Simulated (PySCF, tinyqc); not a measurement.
A ladder of methods, and size consistency: correlation methods against full CI in the 6-31g basis, for H4, spin multiplicity 1. Computed by the program tinyqc with PySCF. All electrons correlated; +Q is the Davidson correction (1 - c0^2) E_corr. The last columns treat two copies 100 angstrom apart as one system. FCI is the lowest singlet.

Geometry (angstrom):
```
atom       x       y       z
H     0.0000  0.0000  0.0000
H     0.0000  0.0000  1.0820
H     0.0000  1.4530  0.0000
H     0.0000  1.4530  1.0820
```

RHF energy of one = -2.068881 hartree

Correlation energies (hartree):
```
method   E_corr of one  share of FCI (%)  E_corr of two at 100 angstrom  two minus twice one (mhartree)
MP2          -0.049774           61.8888                      -0.099548                          0.0000
CISD         -0.077350           96.1774                      -0.144010                         10.6910
CISD+Q       -0.083677          104.0442                      -0.162240                          5.1150
CCSD         -0.080301           99.8457                      -0.160601                          0.0000
CCSD(T)      -0.080378           99.9424                      -0.160757                          0.0000
FCI          -0.080425          100.0000                              -                               -
```

What does the comparison show, and why?

MP2 recovers 62 %, CISD 96.2 % and CCSD 99.8 % of the FCI value (c0^2 = 0.918 in CISD). MP2 and coupled cluster are size consistent, so their last column vanishes; CISD loses 10.69 mhartree, since a double excitation on each copy is a quadruple of the pair, and the Davidson correction leaves +5.11. The restricted reference is unstable here: a spin-polarised solution lies 0.0084 hartree lower (PySCF), so results built on it describe a poor reference.
